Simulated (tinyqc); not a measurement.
## Double-gate transistor, scale length and short-channel effects: effect of the insulator thickness

A body of thickness ts between two insulators of thickness ti and two tied gates. Below threshold the potential that source and drain add obeys Laplace's equation and vanishes on the gate. Its lowest mode decays along the channel as exp(-k y); k is the smallest positive root of the matching condition at the interface, and the scale length is Lambda = pi/k.

k is the smallest positive root of f(k) = ei cos(k ti) cos(k ts/2) - eps_r sin(k ti) sin(k ts/2). Along the channel psi(y) = s + a exp(y/l) + b exp(-y/l) with psi(0) = Vbi, psi(L) = Vbi + Vds and l = 1/k = Lambda/pi; with A = Vbi - s, B = A + Vds, x = exp(-L/l): a = (B - A x) x/(1 - x^2), b = (A - B x)/(1 - x^2). The minimum is s + 2 sqrt(a b), at y = (l/2) ln(b/a). The long-channel potential follows the gate as s = sT + (Vg - VTL)/m, and the threshold VT is the gate voltage at which the minimum equals sT. Swing = m Vt ln 10/g at threshold, g = d(minimum)/ds = 1 - (b x + a)/((1 + x) sqrt(a b)). DIBL = [VT(0.05 V) - VT(Vds)]/(Vds - 0.05 V). sT and Vbi are held fixed; m = 1.

Values chosen for this exercise; permittivities: semiconductor close to that of silicon, insulator close to that of silicon nitride: temperature T = 300 K; relative permittivity of the semiconductor eps_r = 11.5; relative permittivity of the insulator ei = 7.74; body thickness ts = 8.6 nm; channel length L = 37 nm; potential of the source Vbi = 0.9 V; potential of the barrier top at threshold sT = 0.67 V; drain voltage Vds = 0.8 V.

Constants: q = 1.602176634e-19 C, kB = 1.380649e-23 J/K, Vt = kB T/q. Results are converted to the units shown.

Effect of the insulator thickness:
```
ti (nm)  Lambda (nm)  L/Lambda  VT - VTL at Vds (mV)  DIBL (mV/V)  swing (mV/decade)
0.43          9.8683    3.7494               -2.7142       1.7351             59.955
0.56          10.245    3.6116               -3.3760       2.1590             60.059
0.73          10.731    3.4480               -4.3767       2.8007             60.216
0.95          11.349    3.2602               -5.9016       3.7801             60.455
1.2           12.037    3.0739               -7.9485       5.0974             60.774
1.6           13.106    2.8231               -11.905       7.6525             61.388
2.1           14.397    2.5700               -17.983       11.598             62.323
```

As ti goes from 0.43 to 2.1 nm, Lambda rises from 9.87 to 14.4 nm, DIBL rises from 1.74 to 11.6 mV/V and the swing rises from 60.0 to 62.3 mV a decade. On average Lambda goes as ti^(0.24).

Numbers from tinyqc (`OMP_NUM_THREADS=1 python tinyqc.py 2420019 2420020 out.jsonl`; about 0.01 s on one thread of a shared Intel Xeon 2.30GHz).
